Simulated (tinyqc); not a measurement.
What each input does: propagation of a band-gap error through k.p and effective-mass formulas.

Chain, for a gap E (the reference Eg or another value), with Ep and Dso kept: 1/me = 1 + Ep (E + 2 Dso/3)/(E (E + Dso)); g* = 2 - 2 Ep Dso/(3 E (E + Dso)); g1(E) = g1 + (Ep/3)(1/E - 1/Eg), g2(E) = g2 + (Ep/6)(1/E - 1/Eg), light hole 1/(g1 + 2 g2), heavy hole 1/(g1 - 2 g2) along [100]; optical constant ei(E) = 1 + (ei - 1)(EP/(EP + E - Eg))^2, static e0(E) = ei(E) + e0 - ei.

Donor: R = Ry me/e0^2, a_B = a0 e0/me, Mott density (0.26/a_B)^3. Nc, Nv = 2 (m kT/(4 pi c))^(3/2), c = hbar^2/2m0, ni = sqrt(Nc Nv) exp(-E/2kT). Exciton: Ry mu/e0^2 with 1/mu = 1/me + g1(E). 1 angstrom^-3 = 1e24 cm^-3.

Constants: Ry = 13.60569312 eV; a0 (Bohr radius) = 0.5291772105 angstrom; kB = 8.617333262e-05 eV/K; hbar^2/2m0 = 3.80998211 eV angstrom^2.

Inputs chosen for the exercise (reference values near those of InSb, gap at low temperature; not measured data):

| symbol | value | unit | meaning |
|---|---|---|---|
| Eg | 0.239 | eV | gap at Gamma to the s-like level |
| Dso | 0.805 | eV | spin-orbit splitting |
| Ep | 23.2 | eV | Kane energy |
| g1 | 34.71 |  | Luttinger gamma1 |
| g2 | 15.5 |  | gamma2 |
| e0 | 17.12 |  | static dielectric constant |
| ei | 15.86 |  | optical dielectric constant |
| EP | 3.71 | eV | mean (Penn) gap |
| mh | 0.51 | m0 | density-of-states mass of the holes |
| T | 77 | K | temperature |
| Eg2 | 0.108 | eV | a wrong gap |

All at E = Eg2.

Results for these values:

| case | me (m0) | light hole (m0) | e0 | donor (meV) | exciton (meV) | log10 ni |
|---|---|---|---|---|---|---|
| base | 0.0065 | 0.0069 | 18.23 | 0.268 | 0.181 | 13.122 |

What happens to each result for g1 = 37.487, all else kept?

Answer: me does not change at the printed digits; light hole falls from 0.0069 to 0.0068; e0 does not change at the printed digits; donor does not change at the printed digits; exciton falls from 0.181 to 0.178; log10 ni does not change at the printed digits.

The same for each parameter in turn:

| case | me (m0) | light hole (m0) | e0 | donor (meV) | exciton (meV) | log10 ni |
|---|---|---|---|---|---|---|
| base | 0.0065 | 0.0069 | 18.23 | 0.268 | 0.181 | 13.122 |
| Eg2 = 0.117 eV | 0.0071 | 0.0075 | 18.15 | 0.292 | 0.197 | 12.852 |
| Dso = 0.869 eV | 0.0066 | 0.0069 | 18.23 | 0.269 | 0.181 | 13.123 |
| Ep = 25.056 eV | 0.0061 | 0.0066 | 18.23 | 0.248 | 0.169 | 13.097 |
| g1 = 37.487 | 0.0065 | 0.0068 | 18.23 | 0.268 | 0.178 | 13.122 |
| EP = 4.007 eV | 0.0065 | 0.0069 | 18.14 | 0.271 | 0.182 | 13.122 |
| ei = 17.129 | 0.0065 | 0.0069 | 18.32 | 0.265 | 0.179 | 13.122 |
| mh = 0.469 m0 | 0.0065 | 0.0069 | 18.23 | 0.268 | 0.181 | 13.095 |
| T = 70.84 K | 0.0065 | 0.0069 | 18.23 | 0.268 | 0.181 | 12.760 |

Computed by tinyqc, a small Python program: `OMP_NUM_THREADS=1 python tinyqc.py 1850904 1850905 out.jsonl` (the numbers bound the seed that draws the inputs); one thread of a shared host (Intel(R) Xeon(R) Processor @ 2.30GHz), about 0.01 s for the whole set of steps.
